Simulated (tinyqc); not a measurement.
The 3-omega method: a line heater on a substrate with a thin film: one step, computed by the program tinyqc. Command: `OMP_NUM_THREADS=1 python tinyqc.py 3025688 3025689 out.jsonl threeomega walk`. One thread of a shared host (Intel(R) Xeon(R) Processor @ 2.30GHz), about 0.01 s of CPU time with the checks.

A current at angular frequency omega = 2 pi f heats the line at 2 omega with the amplitude P per length; the temperature swing Delta T at 2 omega gives a voltage at 3 omega. The substrate is taken as semi-infinite and isotropic, and the heat capacity of heater and film is left out.

Task: Penetration depth. D = kappa/C; q = sqrt(2 i omega/D); penetration depth 1/|q| = sqrt(D/(2 omega)).

Inputs (values chosen for the exercise, modelled on amorphous silicon on gallium nitride):
```
quantity                      value           unit
substrate conductivity kappa    188        W/(m K)
substrate heat capacity C      3.06  1e6 J/(m^3 K)
heater half-width b              12     micrometre
current frequency f             670             Hz
substrate thickness d_s         525     micrometre
```

Give: diffusivity D; penetration depth; |q| b; penetration depth / d_s.

Result:

diffusivity D = 61.438 mm^2/s

penetration depth = 85.423 micrometre

|q| b = 0.14048

penetration depth / d_s = 0.16271
